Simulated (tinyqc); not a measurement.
## Doping from resistivity

Problem. A uniform, uncompensated and fully ionised sample has rho = 1/(q N mu), mu = m1 + (m2 (T/300 K)^(-bt) - m1)/(1 + (N/Nr)^am). Find N, mu and the diffusion coefficient mu Vt.

Inputs (values chosen for the exercise):

| symbol | value | unit | meaning |
|---|---|---|---|
| T | 300 | K | temperature |
| m1 | 44.6 | cm^2/(V s) | mobility limit at high doping |
| m2 | 482 | cm^2/(V s) | mobility limit at low doping, at 300 K |
| Nr | 2.17e17 | cm^-3 | reference doping of the mobility law |
| am | 0.742 |  | exponent of the mobility law |
| bt | 2.2 |  | temperature exponent of m2 |

Constants: q = 1.602176634e-19 C, kB = 1.380649e-23 J/K, Vt = kB T/q. Results are converted to the units shown.

resistivity = 0.031071666 ohm cm

Solution. With am below 1 the product N mu rises steadily with N, so one doping matches; it is found by iterating N = 1/(q rho mu(N)).

N = 1.60e18 cm^-3
mu = 126 cm^2/(V s)
diffusion coefficient = 3.25 cm^2/s

Numbers from tinyqc (`OMP_NUM_THREADS=1 python tinyqc.py 2110070 2110071 out.jsonl`; about 0.01 s on one thread of a shared Intel Xeon 2.30GHz).
